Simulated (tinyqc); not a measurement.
Growth with time: grain growth, pinning, strength and diffusional creep of a polycrystal or thin film. Computed by tinyqc, a small Python program. Command: `OMP_NUM_THREADS=1 python tinyqc.py 3016014 3016015 out.jsonl grain walk`. One thread of a shared host (Intel(R) Xeon(R) Processor @ 2.30GHz), about 0.01 s of CPU time with the checks.

One mean grain size d describes the structure.

Inputs (values chosen for the exercise, modelled on tungsten):

| quantity | value | unit |
|---|---|---|
| boundary energy gamma | 1.2 | J/m^2 |
| mobility prefactor M0 | 0.00027 | m^4/(J s) |
| activation energy of boundary motion Q_m | 4.9 | eV |
| anneal temperature T | 1595 | K |
| initial grain size d0 | 39 | nm |
| particle volume fraction f | 0.00079 | - |
| particle radius r | 2.9 | nm |
| film thickness h | 340 | nm |
| surface energy gamma_s | 2.6 | J/m^2 |

Sample: thin film on a substrate.

Constants: k_B = 8.617333262e-05 eV/K.

Method. M = M0 exp(-Q_m/(k_B T)). The driving pressure is 2 gamma/d. Zener pinning pressure 3 f gamma/(2 r) stops growth at d_Z = 4 r/(3 f). Grooves where boundaries meet the surface have the angle theta = arcsin(gamma/(2 gamma_s)) and are taken to stop growth at d_h = h/(2 theta), a few film thicknesses; the limit is 1/d_lim = 1/d_Z + 1/d_h. dd/dt = 2 M gamma (1/d - 1/d_lim) integrates to 2 M gamma t = d_lim (d0 - d) + d_lim^2 ln[(d_lim - d0)/(d_lim - d)]; without pinning d^2 = d0^2 + 4 M gamma t.

limit d_lim = 635.274 nm

mobility M = 8.88504e-20 m^4/(J s)

At T:

| t (s) | free growth (nm) | pinned growth (nm) | d/d_lim |
|---|---|---|---|
| 2.80e+03 | 52.1 | 51.28 | 0.08072 |
| 9.50e+03 | 74.6 | 72.16 | 0.11358 |
| 2.80e+04 | 116.0 | 109.32 | 0.17209 |
| 9.50e+04 | 205.0 | 183.72 | 0.28919 |
| 2.80e+05 | 347.8 | 287.48 | 0.45252 |
| 9.50e+05 | 637.7 | 444.68 | 0.69998 |
| 2.80e+06 | 1093.5 | 577.05 | 0.90835 |
| 9.50e+06 | 2013.2 | 633.73 | 0.99757 |

What follows from these numbers?

The apparent exponent d ln d/d ln t of the pinned growth is at most about 0.42, below the ideal 1/2, and falls to 0.077 in the last rows: the initial size hides the law early and pinning hides it late.
